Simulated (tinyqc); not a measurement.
Optical gain and spontaneous emission in a bulk direct-gap semiconductor: one step. Quasi-Fermi levels. Four cases, with inputs chosen for the exercise.

Question. Solve for Fc and Fv.

F_j(eta) = (1/Gamma(j + 1)) integral_0^infinity x^j dx/(1 + exp(x - eta)), which tends to exp(eta) for eta << 0.

Quasi-Fermi levels: n = Nc F_1/2(Fc/kT) and p = Nv F_1/2(Fv/kT), Fc counted up from the conduction edge and Fv down from the valence edge; Nc, Nv from N = 2 (m kB T/(4 pi c))^(3/2) with c = hbar^2/2m0, in 1/angstrom^3; times 1e24 for 1/cm^3, with me and (mhh^(3/2) + mlh^(3/2))^(2/3).

Constants: hbar^2/2m0 = 3.80998211 eV angstrom^2; kB = 8.617333262e-05 eV/K.

Give: kT; Nc; Nv; Fc; Fv; Fc + Fv.

Case 1.

Values chosen (near those of GaN; not measured data): me = 0.2064 m0 (electron mass); mhh = 1.46 m0 (heavy-hole mass); mlh = 0.2939 m0 (light-hole mass); n = 2.9e+19 1/cm^3 (injected density, n = p); T = 400 K.

Answer.

kT = 0.034469 eV
Nc = 3.623e+18 1/cm^3
Nv = 7.431e+19 1/cm^3
Fc = 0.1604 eV
Fv = -0.0277 eV
Fc + Fv = 0.1327 eV

Case 2.

Values chosen (near those of GaN; not measured data): me = 0.2051 m0 (electron mass); mhh = 1.453 m0 (heavy-hole mass); mlh = 0.2893 m0 (light-hole mass); n = 8.1e+18 1/cm^3 (injected density, n = p); T = 300 K.

Answer.

kT = 0.025852 eV
Nc = 2.331e+18 1/cm^3
Nv = 4.786e+19 1/cm^3
Fc = 0.0626 eV
Fv = -0.0444 eV
Fc + Fv = 0.0182 eV

Case 3.

Values chosen (near those of GaAs; not measured data): me = 0.0649 m0 (electron mass); mhh = 0.492 m0 (heavy-hole mass); mlh = 0.0848 m0 (light-hole mass); n = 4.6e+18 1/cm^3 (injected density, n = p); T = 350 K.

Answer.

kT = 0.030161 eV
Nc = 5.228e+17 1/cm^3
Nv = 1.169e+19 1/cm^3
Fc = 0.1502 eV
Fv = -0.0240 eV
Fc + Fv = 0.1263 eV

Case 4.

Values chosen (near those of InP; not measured data): me = 0.0804 m0 (electron mass); mhh = 0.584 m0 (heavy-hole mass); mlh = 0.0928 m0 (light-hole mass); n = 3.6e+18 1/cm^3 (injected density, n = p); T = 250 K.

Answer.

kT = 0.021543 eV
Nc = 4.352e+17 1/cm^3
Nv = 9.059e+18 1/cm^3
Fc = 0.1027 eV
Fv = -0.0169 eV
Fc + Fv = 0.0858 eV

The separation of the quasi-Fermi levels exceeds the gap, so photons between Eg and Eg + (Fc + Fv) see gain. The quasi-Fermi level of the electrons lies inside the band, that of the holes in the gap.

Computed by tinyqc, one run a case: `OMP_NUM_THREADS=1 python tinyqc.py N N+1 out.jsonl` with N = 1650026, 1650260, 1650270, 1650387; one thread of a shared Intel(R) Xeon(R) Processor @ 2.30GHz, about 0.1 s a run at most.
